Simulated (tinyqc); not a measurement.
Comparisons within one model: optical transitions of a finite quantum well. A value that a table varies takes the place of the one given here.

Each carrier sees a square well of width L with its own depth V and masses m (inside), mb (outside); c = hbar^2/2m0, k = sqrt(m E/c), kappa = sqrt(mb (V - E)/c), and level n solves k L + 2 atan[(k/m)/(kappa/mb)] = n pi. The envelope is cos(kz) for odd n and sin(kz) for even n inside, joins exp(-kappa (|z| - L/2)) outside, and is normalised to 1. Excitons and band mixing are left out.

Constants: hbar^2/2m0 = 3.80998211 eV angstrom^2; e^2/(4 pi eps0) = 14.39964547 eV angstrom; hc = 1239.841984 eV nm.

Inputs chosen for the exercise (near those of a GaAs well in AlGaAs; the results hold for these values, not for the real material): L = 83 angstrom (well width); Vc = 0.235 eV (conduction offset); me = 0.0683 m0 (electron, well); meb = 0.0911 m0 (electron, barrier); eps = 11.6 (background dielectric constant); Nss = (0.024, 0.06, 0.12, 0.24, 0.36, 0.48, 0.72) x 1e12/cm^2 (sheet densities); Eg = 1.533 eV (gap of the well); Vv = 0.131 eV (valence offset); mh = 0.34 m0 (heavy hole along z, well); mhb = 0.386 m0 (heavy hole, barrier); ml = 0.0902 m0 (light hole along z, well); mlb = 0.1052 m0 (light hole, barrier); Ls = (26, 41, 53, 68, 81, 117, 169) angstrom (widths).

## Depolarisation shift

The collective line lies at E12 sqrt(1 + a), a = 8 pi q (n1 - n2) S/(eps E12), q = e^2/(4 pi eps0), S = integral over z of (integral up to z of psi_1 psi_2)^2. Zero temperature with the mass me in both subbands: n1 - n2 = Ns until Ns reaches D E12, D = me/(2 pi c), and D E12 beyond. 1e12/cm^2 = 1e-4/angstrom^2; exchange and the static band bending by the charge are left out.

Line position:

| Ns (1e12/cm^2) | n1 - n2 | a | line (meV) | shift (meV) |
|---|---|---|---|---|
| 0.024 | 0.024 | 0.0045 | 111.04 | 0.25 |
| 0.060 | 0.060 | 0.0112 | 111.41 | 0.62 |
| 0.12 | 0.120 | 0.0224 | 112.03 | 1.23 |
| 0.24 | 0.240 | 0.0447 | 113.25 | 2.45 |
| 0.36 | 0.360 | 0.0671 | 114.45 | 3.66 |
| 0.48 | 0.480 | 0.0895 | 115.65 | 4.85 |
| 0.72 | 0.720 | 0.1342 | 118.00 | 7.20 |

S = 6.621 angstrom
E12 = 110.80 meV

What does this show?

The upward shift grows from 0.25 to 7.20 meV, 6.5 % of E12 at most. For small a the shift is a E12/2, linear in Ns; in the last row that rule gives 7.44 meV. S/L = 0.0798, against 5/(9 pi^2) = 0.0563 for hard walls.

## Width of the well

Edge wavelength hc/(Eg + e1 + hh1), squared e1-hh1 overlap, lh1 - hh1, and the 1-2 intersubband energy with f_12 = (m1/c) E12 z_12^2, 1/m1 = <1|1/m|1> (dash: e2 unbound).

Results:

| L (angstrom) | edge (nm) | overlap^2 | lh1 - hh1 (meV) | E12 (meV) | f_12 |
|---|---|---|---|---|---|
| 26 | 721.5 | 0.9323 | 36.0 | - | - |
| 41 | 749.9 | 0.9579 | 31.8 | - | - |
| 53 | 764.1 | 0.9688 | 26.7 | 160.9 | 0.663 |
| 68 | 775.8 | 0.9771 | 21.3 | 137.8 | 0.970 |
| 81 | 782.7 | 0.9819 | 17.7 | 114.1 | 0.985 |
| 117 | 793.5 | 0.9892 | 11.1 | 69.5 | 0.975 |
| 169 | 800.3 | 0.9939 | 6.5 | 39.2 | 0.966 |

What does this show?

The edge tunes from 721 to 800 nm, towards hc/Eg = 809 nm, while the overlap goes from 0.932 to 0.994. e2 binds at L = pi sqrt(c/(me Vc)) = 48.4 angstrom; f_12 starts from zero there and is 0.663 at 53 angstrom, the rest going to the continuum; among the widths listed it peaks at 0.985 (81 angstrom) and is 0.966 in the widest well, against 0.961 for hard walls.

## What each parameter does

Edge wavelength hc/(Eg + e1 + hh1), squared overlap of e1 and hh1, and the confinement energies. Each row changes one parameter from the base and keeps the others.

Results:

| case | edge (nm) | overlap^2 | e1 (meV) | hh1 (meV) |
|---|---|---|---|---|
| base | 783.6 | 0.9825 | 38.9 | 10.4 |
| L = 75 angstrom | 779.8 | 0.9799 | 44.6 | 12.3 |
| Eg = 1.564 eV | 768.5 | 0.9825 | 38.9 | 10.4 |
| Vc = 0.2 eV | 784.5 | 0.9754 | 37.0 | 10.4 |
| Vv = 0.157 eV | 783.4 | 0.9775 | 38.9 | 10.8 |
| me = 0.0751 m0 | 784.4 | 0.9863 | 37.3 | 10.4 |
| mh = 0.391 m0 | 784.0 | 0.9775 | 38.9 | 9.5 |
| meb = 0.1093 m0 | 784.5 | 0.9817 | 37.1 | 10.4 |

What does this show?

The largest shifts from the base row, up to three for each result and ties (the steps differ in size, so this ranks the rows, not the parameters). edge (nm): Eg -15.1, L -3.7, Vc +1.0. overlap^2: Vc -0.0070, Vv -0.0050, mh -0.0050; unchanged at the printed digits by Eg. e1 (meV): L +5.8, Vc -1.9, meb -1.8; unchanged at the printed digits by Eg, Vv and mh. hh1 (meV): L +1.8, mh -0.9, Vv +0.4; unchanged at the printed digits by Eg, Vc, me and meb.

(tinyqc, `OMP_NUM_THREADS=1 python tinyqc.py 1252784 1252785 out.jsonl`, Intel(R) Xeon(R) Processor @ 2.30GHz, 1 thread, shared host, about 0.1 s.)
